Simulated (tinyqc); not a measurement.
Fully depleted semiconductor-on-insulator film with two gates, non-linear Poisson equation by Newton steps: one step of the calculation.

One dimension across the film, front interface at x = 0, back interface at x = ts. psi is counted from the intrinsic level, n = ni exp(psi/Vt) (source grounded), holes neglected, acceptors ionised. Gates act through Cox = eps0 eox/tox and Cbox = 3.9 eps0/tb with potentials G1 = Vg - (phiM - chi - Vt ln(Nc/ni)) and G2 = Vb - (phiB - chi - Vt ln(Nc/ni)). Classical Boltzmann densities, no interface charge, no depletion in the back plane.

Problem. Newton step. Solve a d_(i-1) + b_i d_i + a d_(i+1) = -F_i for all nodes. The full step is added.

Parameters, values chosen for the exercise:
- T = 300 K (temperature)

Constants: q = 1.602176634e-19 C, kB = 1.380649e-23 J/K, Vt = kB T/q. Results are converted to the units shown.

a = 14.546166 uF/cm^2

```
node  diagonal b (F/cm^2)  residual F (C/cm^2)  psi after iteration 1 (V)
0              -1.2752097         -0.032966326                 0.88214505
1              -2.2086450         -0.057097138                 0.87842547
2              -1.9127298         -0.049447138                 0.87470666
3              -1.6565117         -0.042823388                 0.87098863
4              -1.4346586         -0.037088043                 0.86727138
5              -1.2425557         -0.032121797                 0.86355490
6              -1.0762084         -0.027821388                 0.85983920
7             -0.93215942         -0.024097433                 0.85612427
8             -0.80741592         -0.020872564                 0.85241012
9             -0.69938736         -0.018079810                 0.84869675
10            -0.30291565        -0.0078305982                 0.84498415
```

Give: Newton step d; psi after iteration 2.

Solution.

```
node  Newton step d (V)  psi after iteration 2 (V)
0                              -0.02585                     0.8563
1                              -0.02585                     0.8526
2                              -0.02585                     0.8489
3                              -0.02585                     0.8451
4                              -0.02585                     0.8414
5                              -0.02585                     0.8377
6                              -0.02585                     0.8340
7                              -0.02585                     0.8303
8                              -0.02585                     0.8266
9                              -0.02585                     0.8228
10                             -0.02585                     0.8191
```

Range of the model: In so thin a film or at such density quantum confinement moves the charge away from the interfaces and raises the threshold.

tinyqc, about 0.4 s, one thread, Intel Xeon 2.30GHz (shared host): `OMP_NUM_THREADS=1 python tinyqc.py 2190168 2190169 out.jsonl`
